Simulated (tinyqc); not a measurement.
Inside a calculation. Model: equilibrium and kinetic segregation of a solute to boundaries and growing surfaces. Computed by tinyqc, a small Python program that keeps every step. Command: `OMP_NUM_THREADS=1 python tinyqc.py 3023718 3023719 out.jsonl segreg walk`. One thread of a shared host (Intel(R) Xeon(R) Processor @ 2.30GHz), about 0.01 s of CPU time with the checks. Intermediate numbers are printed to about 7 digits and carried at full precision; extremes and crossings named in words are read from the listed rows.

Inputs (values chosen for the exercise, for a model alloy):

| quantity | value | unit |
|---|---|---|
| segregation energy Q | 0.487 | eV |
| interaction z w (positive attracts) | -0.13 | eV |
| total solute fraction x0 | 0.00034 | - |
| temperature T | 1325 | K |
| grain size d | 62 | nm |
| boundary thickness delta | 0.71 | nm |
| atomic volume Omega | 17.5 | angstrom^3 |
| clean boundary energy gamma_0 | 0.99 | J/m^2 |
| bulk diffusivity D | 3.4e-20 | m^2/s |
| anneal time t | 5.6 | s |
| exchange barrier E_b | 1.77 | eV |
| surface segregation energy E_s | 0.31 | eV |
| growth temperature T_g | 670 | K |
| growth rate | 0.19 | monolayers/s |
| mixing | 0.3 | - |

Isotherm: Fowler-Guggenheim.

Constants: k_B = 8.617333262e-05 eV/K; 1 eV/angstrom^2 = 16.02176634 J/m^2.

## Coverage for very large grains, by iteration

With theta the solute fraction on boundary sites and x that in the grains, theta/(1 - theta) = [x/(1 - x)] exp[(Q + z w theta)/(k_B T)]. The coverage theta_inf is that for x = x0. Start at theta = 0; theta(new) = theta + mixing (theta(out) - theta); stop below 1e-10, 80 steps at most.

Iteration:

| step | theta in | theta out | out - in |
|---|---|---|---|
| 1 | 0.00000000 | 0.02363709 | 2.363709e-02 |
| 2 | 0.00709113 | 0.02345148 | 1.636035e-02 |
| 3 | 0.01199923 | 0.02332385 | 1.132461e-02 |
| 4 | 0.01539662 | 0.02323589 | 7.839275e-03 |
| 5 | 0.01774840 | 0.02317520 | 5.426798e-03 |
| 6 | 0.01937644 | 0.02313327 | 3.756834e-03 |
| ... | ... | ... | ... |
| 49 | 0.02303922 | 0.02303922 | 5.102060e-10 |
| 50 | 0.02303922 | 0.02303922 | 3.532217e-10 |
| 51 | 0.02303922 | 0.02303922 | 2.445396e-10 |
| 52 | 0.02303922 | 0.02303922 | 1.692976e-10 |
| 53 | 0.02303922 | 0.02303922 | 1.172068e-10 |
| 54 | 0.02303922 | 0.02303922 | 8.114363e-11 |

coverage theta_inf = 0.02303922

last residual = 8.114363e-11

Converged; without interaction theta would be 0.0236.

## Depletion of small grains

Finite grains: boundary sites are the fraction f = 3 delta/d, and x0 = (1 - f) x + f theta; solve both equations for theta; share at boundaries = f theta/x0.

site fraction f = 0.03435484

coverage theta = 0.007064698

fraction x left in the grains = 1.007549e-04

share of solute at boundaries = 71.38428 %

enrichment theta/x = 70.11770

71 % of the solute sits at boundaries; for a dopant that share is electrically lost. The supply limits the coverage, which stays well below theta_inf.

## Boundary energy

Gibbs adsorption for this isotherm in a dilute matrix: gamma = gamma_0 + Gam_0 [k_B T ln(1 - theta) + z w theta^2/2], Gam_0 = delta/Omega sites per area.

Gam_0 = 40.57143 1/nm^2

boundary energy gamma = 0.9847169 J/m^2

Segregation lowers gamma by 0.53 %, and the driving force of grain growth with it.

## How fast the boundary fills

McLean kinetics from a uniform start, fed from both sides, with a constant enrichment beta = theta_inf/x0: (theta - x0)/(theta_inf - x0) = 1 - exp(s^2) erfc(s), s = 2 sqrt(D t)/(beta delta); half filling at s = 0.7691, t = (0.7691 beta delta/2)^2/D. D is an input and does not follow T.

s = 0.01813912

degree of filling = 0.02014322

time to half filling = 10067.49 s

diffusion length sqrt(D t) = 0.4363485 nm

Caution: half of theta_inf exceeds the equilibrium coverage of grains of this size, so half filling is never reached in them. Caution: by the time of half filling the diffusion length reaches across the grain, so the real time is longer or half filling is never reached.

## Segregation at a growing surface

Two-state exchange during growth, dilute: jump up r_u = nu exp(-E_b/(k_B T_g)), jump back r_d = r_u exp(-E_s/(k_B T_g)), nu = 1e13 1/s. In the time 1/R of one monolayer the share carried up is p = [r_u/(r_u + r_d)] [1 - exp(-(r_u + r_d)/R)]; the tail decays as p^n, length -1/ln p monolayers; the equilibrium limit has p = r_u/(r_u + r_d).

r_u = 0.4852428 1/s

r_d = 0.002260068 1/s

share carried up p = 0.9188630

decay length = 11.81778 monolayers

Exchange and growth are comparable: the steep rise of the tail length between the kinetic and equilibrium regimes.

## Tail length against growth temperature

The formulas are those given above.

Exchange model:

| T_g (K) | r_u/R | p | length (monolayers) | equilibrium limit |
|---|---|---|---|---|
| 559 | 5.800313e-03 | 0.0057835 | 1.940712e-01 | 624.0452 |
| 598 | 6.370554e-02 | 0.0617140 | 3.590349e-01 | 410.3206 |
| 631 | 3.839805e-01 | 0.3186638 | 8.744174e-01 | 299.6991 |
| 663 | 1.847715e+00 | 0.8399827 | 5.734802e+00 | 227.7253 |
| 689 | 5.947797e+00 | 0.9921127 | 1.262851e+02 | 185.6541 |
| 715 | 1.758540e+01 | 0.9935122 | 1.536355e+02 | 153.6359 |
| 754 | 7.770829e+01 | 0.9916000 | 1.185469e+02 | 118.5469 |
| 813 | 5.610940e+02 | 0.9881657 | 8.399904e+01 | 83.9990 |
| 910 | 8.290886e+03 | 0.9811680 | 5.259959e+01 | 52.5996 |

The length peaks among these rows at 715 K with 154 monolayers. Below, exchange freezes (r_u/R = 0.0058 in the first row); above, the length follows the equilibrium limit, about exp(E_s/(k_B T)), down to 52.6.

## Coverage against grain size

The formulas are those given above.

At T:

| d (nm) | theta | x in the grains | share at boundaries (%) |
|---|---|---|---|
| 15 | 0.00220621 | 3.114057e-05 | 92.14158 |
| 30 | 0.00403973 | 5.724356e-05 | 84.35904 |
| 60 | 0.00690345 | 9.842139e-05 | 72.08017 |
| 120 | 0.01066944 | 1.533392e-04 | 55.70076 |
| 250 | 0.01484899 | 2.153212e-04 | 37.20982 |
| 500 | 0.01808575 | 2.640797e-04 | 22.66038 |
| 1000 | 0.02027556 | 2.974466e-04 | 12.70204 |
| 5000 | 0.02243055 | 3.305854e-04 | 2.81042 |

From the largest grains to the smallest the share at boundaries rises from 2.8 to 92 %, and x/x0 falls to 0.092. In the dilute limit x/x0 = 1/(1 - f + f exp(Q/(k_B T))), which gives 0.091 at 15 nm.

Checks made by the program: mass balance (relative difference below 1e-10).
